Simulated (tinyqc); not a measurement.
Tunnelling through a two-layer gate stack, WKB transmission and Tsu-Esaki current: two steps of the calculation.

Electrons leave the emitter at x = 0. Energies E (motion across the layers) are in eV from the emitter Fermi level; the collector Fermi level lies at -V and offers states at every E. No charge in the dielectric and no image force: F1 = V/(t1 + t2 eps1/eps2), F2 = F1 eps1/eps2; U = phi1 - F1 x in layer 1 and phi2 - F1 t1 - F2 (x - t1) in layer 2. With C = hbar^2/(2 m0), kappa = sqrt(m (U - E)/C) where U > E and 0 elsewhere; T(E) = exp(-S), S = 2 times the integral of kappa over x.

Inputs (values chosen for the exercise); layer 1 close to silicon dioxide, layer 2 close to hafnium oxide: temperature T = 350 K; Fermi energy of the emitter above its band bottom Ef = 1.1 eV; emitter mass in the supply function me = 0.94 m0; barrier of layer 1 above the emitter Fermi level at zero bias phi1 = 3.13 eV; tunnelling mass of layer 1 m1 = 0.52 m0; thickness of layer 1 t1 = 0.6 nm; relative permittivity of layer 1 eps1 = 4.06; barrier of layer 2 at zero bias phi2 = 1.52 eV; tunnelling mass of layer 2 m2 = 0.19 m0; thickness of layer 2 t2 = 1.3 nm; relative permittivity of layer 2 eps2 = 21; voltage across the dielectric V = 1 V; energy of the electron followed E = 0.03 eV; lower end of the energy grid Ea = -1.1 eV; upper end of the energy grid Eb = 0.32 eV; points of the energy grid nE = 15.

Constants: q = 1.602176634e-19 C, kB = 1.380649e-23 J/K, hbar = 1.054571817e-34 J s, m0 = 9.1093837015e-31 kg, Vt = kB T/q, hbar^2/(2 m0) = 0.0380998212 eV nm^2. Results are converted to the units shown.

Task 1. WKB exponent in closed form. Each layer adds (2/F) sqrt(m/C) [G(u at its left edge) - G(u at its right edge)] to S, with u = U - E (0 where negative) and G(u) = (2/3) u^1.5. The slope follows from 1/d = -dS/dE.

Wanted: S; T(E); energy d over which T(E) grows by a factor e.

Result 1.

S = 11.97
T(E) = 6.336e-6
energy d over which T(E) grows by a factor e = 0.2000 eV

The midpoint rule gives S = 11.970, so its T(E) is 0.099 % below this value. The band edge stays above E through the whole stack: direct tunnelling through a trapezoid.

Task 2. Current density on a coarse energy grid. J = J0 times the integral of T(E) N(E) dE, N = ln[(1 + exp(-E/Vt))/(1 + exp((-E - V)/Vt))], J0 = q^2 me m0 kB T/(2 pi^2 hbar^3) (times 1e-4 for A/cm^2 per eV), by Simpson's rule on nE equally spaced points from Ea to Eb.

Find: E; T(E); N; T(E) N; J0; J.

Result 2.

```
point  E (eV)      T(E)         N     T(E) N
0      -1.100  7.219e-8     33.12   2.391e-6
1      -0.999  1.014e-7     32.44   3.290e-6
2      -0.897  1.437e-7     29.71   4.271e-6
3      -0.796  2.056e-7     26.38   5.423e-6
4      -0.694  2.970e-7     23.02   6.838e-6
5      -0.593  4.341e-7     19.66   8.532e-6
6      -0.491  6.423e-7     16.29   1.047e-5
7      -0.390  9.639e-7     12.93   1.246e-5
8      -0.289  1.470e-6     9.568   1.406e-5
9      -0.187  2.283e-6     6.207   1.417e-5
10     -0.086  3.623e-6     2.899   1.050e-5
11      0.016  5.901e-6    0.4662   2.751e-6
12      0.117  9.925e-6   0.02036   2.021e-7
13      0.219  1.740e-5  7.121e-4   1.239e-8
14      0.320  3.230e-5  2.467e-5  7.969e-10
```

J0 = 4.588e8 A/(cm^2 eV)
J = 4369 A/cm^2

The integrand peaks at E = -0.187 eV among these points.

Range of the model: The field of 11.7 MV/cm is more than most gate dielectrics sustain; the model ignores breakdown. A layer thinner than 0.8 nm holds only a few atomic planes, where an effective mass is a rough description.

Program tinyqc, `OMP_NUM_THREADS=1 python tinyqc.py 2540027 2540028 out.jsonl`; Intel Xeon 2.30GHz, shared host, one thread, about 0.04 s.
